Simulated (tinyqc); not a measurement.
Cyclotron resonance of ellipsoidal valleys, Si type: one step. The same from the mass tensor. Three cases, with inputs chosen for the exercise.

Question. For the valley along [001]: M = mt 1 + (ml - mt) a a^T, and mc^2 = det M/(b M b).

Valleys along [100], [010], [001] (each with its opposite partner), mass ml along the axis and mt across it. B lies in the (1-10) plane, b = (sin(theta)/sqrt2, sin(theta)/sqrt2, cos(theta)). For the angle phi between B and the axis, 1/mc^2 = cos^2(phi)/mt^2 + sin^2(phi)/(mt ml). Resonance: h nu = 2 muB B/mc, h = 2 pi hbar.

Case 1.

Values chosen (out of a larger set: near those of Si; not measured data): ml = 0.879 m0 (longitudinal mass); mt = 0.194 m0 (transverse mass).

b: 0.572061  0.572061  0.587785

Case 2.

Values chosen (out of a larger set: near those of Si; not measured data): ml = 0.936 m0 (longitudinal mass); mt = 0.196 m0 (transverse mass).

b: 0.606109  0.606109  0.515038

Case 3.

Values chosen (out of a larger set: near those of Si; not measured data): ml = 0.957 m0 (longitudinal mass); mt = 0.182 m0 (transverse mass).

b: 0.525483  0.525483  0.669131

Give: M; det M; b M b; mc.

Answer.

Case 1.

M (m0):
```
        x       y       z
x  0.1940       0       0
y       0  0.1940       0
z       0       0  0.8790
```

det M = 0.033082
b M b = 0.4307
mc = 0.2772 m0

Case 2.

M (m0):
```
        x       y       z
x  0.1960       0       0
y       0  0.1960       0
z       0       0  0.9360
```

det M = 0.035957
b M b = 0.3923
mc = 0.3028 m0

Case 3.

M (m0):
```
        x       y       z
x  0.1820       0       0
y       0  0.1820       0
z       0       0  0.9570
```

det M = 0.031700
b M b = 0.5290
mc = 0.2448 m0

Computed by tinyqc, one run a case: `OMP_NUM_THREADS=1 python tinyqc.py N N+1 out.jsonl` with N = 1251722, 1251738, 1280054; one thread of a shared Intel(R) Xeon(R) Processor @ 2.30GHz, about 0.01 s a run at most.
